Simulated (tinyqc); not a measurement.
## Layer from its matrix

Problem. For (psi, psi'/m) a flat barrier below its edge has M = [[cosh Kd, (m/K) sinh Kd], [(K/m) sinh Kd, cosh Kd]], K = sqrt(m (U - E)/C), C = hbar^2/(2 m0). Its width is d = 0.3 nm. Find K, m and U.

Parameters, values chosen for the exercise: electron energy E = 0.793 eV.

Constants: q = 1.602176634e-19 C, hbar = 1.054571817e-34 J s, m0 = 9.1093837015e-31 kg, hbar^2/(2 m0) = 0.0380998212 eV nm^2. Results are converted to the units shown.

M of the layer (M12 in nm, M21 in 1/nm):

|  | 1 | 2 |
|---|---|---|
| 1 | 4.7983286 | 0.43168113 |
| 2 | 51.019041 | 4.7983286 |

Answer. K = arcosh(M11)/d, m/K = sqrt(M12/M21), and U = E + C K^2/m.

K = 7.50 1/nm
m = 0.690 m0
U = 3.90 eV

tinyqc, about 0.01 s, one thread, Intel Xeon 2.30GHz (shared host): `OMP_NUM_THREADS=1 python tinyqc.py 2560129 2560130 out.jsonl`
